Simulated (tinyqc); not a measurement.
Transistor under a ferroelectric capacitor (negative capacitance), static model: one step of the calculation.

A ferroelectric film of thickness tf lies between the gate and an inner metal at potential v, which drives an ordinary transistor. One domain, P = Q (background permittivity neglected): Vg = v + tf (2 al Q + 4 be Q^3), al = -3 sqrt(3) Ec/(4 Pr), be = 3 sqrt(3) Ec/(8 Pr^3). Gate charge Q(v) = Qi + Cp v with the channel charge Qi = Cox n Vt ln(1 + exp((v - VT)/(n Vt))). Q in uC/cm^2, E in kV/cm; 1 nm times 1 kV/cm is 1e-4 V. Domains, leakage and the switching time are left out.

Question. Inner potential by Newton steps. f = v + tf (2 al Q + 4 be Q^3) - Vg, f' = 1 + C tf (2 al + 12 be Q^2) with C = Cox/(1 + exp(-(v - VT)/(n Vt))) + Cp; v(new) = v - f/f'.

Parameters, values chosen for the exercise; Pr and Ec close to those of hafnium oxide based films:
```
symbol  value     unit                                      meaning
T         300        K                                  temperature
Cox       3.5  uF/cm^2               capacitance of the inner oxide
Cp       0.59  uF/cm^2            overlap capacitance per gate area
VT        0.4        V            threshold of the inner transistor
n        1.16           subthreshold factor of the inner transistor
tf        9.8       nm                      ferroelectric thickness
Vg       0.11        V                                 gate voltage
```

Constants: q = 1.602176634e-19 C, kB = 1.380649e-23 J/K, Vt = kB T/q. Results are converted to the units shown.

v at the start = 0.11 V
al = -115.47005 kV cm/uC
be = 0.71277811 kV cm^5/uC^3

Give: Q; f; f'; v after iteration 1.

Answer.

Q = 0.064907 uC/cm^2
f = -0.014689 V
f' = 0.86644
v after iteration 1 = 0.12695 V

Computed by the program tinyqc: `OMP_NUM_THREADS=1 python tinyqc.py 2860129 2860130 out.jsonl`, one thread of a shared Intel Xeon 2.30GHz, about 0.04 s for the whole run.
